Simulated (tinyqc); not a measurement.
Pair-potential crystal by lattice sums: one step, computed by the program tinyqc.

Energy per atom E = (1/2) sum over neighbours of phi(r); d is the nearest-neighbour distance.

Question. Energy and virial pressure. E = (1/2) sum count x phi; P = -(1/(6 Omega)) sum count x r phi', Omega = 0.769800 d^3.

Inputs (values chosen for the exercise, for model atoms): pair minimum r0 = 3.77 angstrom; trial neighbour distance d/r0 = 0.962.

Potential: Mie n-m. Structure: bcc.

Shells:

| shell | count | r (angstrom) | phi (eV) | phi' (eV/angstrom) | phi'' (eV/angstrom^2) |
|---|---|---|---|---|---|
| 1 | 8 | 3.626740 | -0.01945389 | -0.02430886 | 0.2391684 |
| 2 | 6 | 4.187799 | -0.01622586 | 0.01559921 | -0.0006477 |
| 3 | 12 | 5.922442 | -0.00209254 | 0.00261454 | -0.0030863 |
| 4 | 24 | 6.944678 | -0.00053659 | 0.00078580 | -0.0009383 |
| 5 | 8 | 7.253480 | -0.00033401 | 0.00054001 | -0.0006701 |
| 6 | 6 | 8.375597 | -0.00002420 | 0.00009460 | -0.0002167 |

Constants: 1 eV/angstrom^3 = 160.2176634 GPa.

Give: energy at the trial distance; pressure at the trial distance.

Answer.

energy at the trial distance = -0.1469 eV/atom

pressure at the trial distance = -0.02875 GPa

The pressure is negative, so the lattice wants to contract.
